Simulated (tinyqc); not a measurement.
## Floating body of a partially depleted SOI transistor: body voltage and kink: transfer curve and swing

Source at 0 V. Channel current Ic = 2 nf K Vt^2 [F(0) - F(Vd)](1 + la Vd), F(V) = ln^2(1 + exp((Vg - VT - nf V)/(2 nf Vt))), VT = VT0 - gb Vb. Saturation voltage Vs = 2 Vt sqrt(F(0)) + 3 Vt, excess Ve = (Vd - Vs + sqrt((Vd - Vs)^2 + 0.0004 V^2))/2, multiplication M1 = Ai Ve exp(-Bl/Ve). Each junction passes D(v) = J1 (exp(v/Vt) - 1) + J2 (exp(v/(2 Vt)) - 1). Bipolar current Ib = bb J1 (exp(Vb/Vt) - 1). The body settles where M1 (Ic + Ib) = D(Vb) + D(Vb - Vd) + Vb/Rb; drain current Id = (1 + M1)(Ic + Ib) - D(Vb - Vd).

Rows with more than one solution for Vb (latch) are left out; dId/dVd by a forward difference over 1e-4 V, swing = 1e-4 V over the change of log10 Id; M1 under 1e-12 is printed as 0.

Parameters, values chosen for the exercise; values of the order met in partially depleted silicon-on-insulator transistors: temperature T = 300 K; threshold at zero body voltage VT0 = 0.51 V; fall of the threshold per volt of body voltage gb = 0.34; slope factor nf = 1.34; gain factor per width K = 380 uA/(V^2 um); channel-length modulation factor la = 0.08 1/V; impact-ionisation prefactor Ai = 2.68 1/V; impact-ionisation voltage Bl = 8.1 V; diffusion saturation current of each junction J1 = 9.8e-12 uA/um; recombination saturation current of each junction J2 = 5.6e-9 uA/um; gain of the lateral bipolar transistor on the diffusion current bb = 3; resistance of a weak body tie to the source (1e9 stands for no tie, and the term is then dropped) Rb = 1e9 kohm um; drain voltage Vd = 1.4 V.

Constants: q = 1.602176634e-19 C, kB = 1.380649e-23 J/K, Vt = kB T/q. Results are converted to the units shown.

Transfer curve and swing:

| Vg (V) | Vb (V) | M1 | Id, floating (uA/um) | Id, grounded (uA/um) | ratio | swing, floating (mV/decade) | swing, grounded (mV/decade) |
|---|---|---|---|---|---|---|---|
| 0.06 | 0.1149 | 0.007750 | 5.369e-6 | 1.744e-6 | 3.078 | 48.57 | 80.08 |
| 0.16 | 0.3236 | 0.007689 | 7.334e-4 | 3.103e-5 | 23.64 | 53.48 | 80.04 |
| 0.26 | 0.4375 | 0.007315 | 0.03382 | 5.452e-4 | 62.05 | 67.59 | 80.84 |
| 0.36 | 0.5086 | 0.006035 | 0.5897 | 0.008998 | 65.53 | 102.0 | 84.19 |
| 0.46 | 0.5441 | 0.004141 | 3.334 | 0.1195 | 27.89 | 177.4 | 96.65 |
| 0.56 | 0.5582 | 0.002543 | 9.323 | 0.9508 | 9.805 | 281.9 | 132.6 |
| 0.66 | 0.5615 | 0.001452 | 18.48 | 3.928 | 4.706 | 398.9 | 202.5 |
| 0.76 | 0.5582 | 7.719e-4 | 30.60 | 10.03 | 3.053 | 520.3 | 298.3 |
| 0.86 | 0.5499 | 3.772e-4 | 45.53 | 19.39 | 2.348 | 643.6 | 406.7 |

What does the comparison show?

Vb goes from 0.115 through a maximum of 0.561 (at Vg = 0.66 V among the rows listed) to 0.550 V. The smallest swing among the rows is 48.6 mV a decade with a floating body (at Vg = 0.06 V) and 80.0 with a grounded one; Vt ln 10 = 59.5. The floating swing is smaller by more than 3 % for Vg = 0.06, 0.16, 0.26 V, where the rising Vb lowers the threshold as Vg rises. In the first row the floating body raises the current by a factor of 3.08.

Range of the model: The multiplication law is an empirical form chosen for the exercise; self-heating and capacitive coupling to the body are left out, and the linear laws are rough once Vb passes about 0.7 V or M1 about 0.1.

Computed by the program tinyqc: `OMP_NUM_THREADS=1 python tinyqc.py 2182165 2182166 out.jsonl`, one thread of a shared Intel Xeon 2.30GHz, about 0.2 s for the whole run.
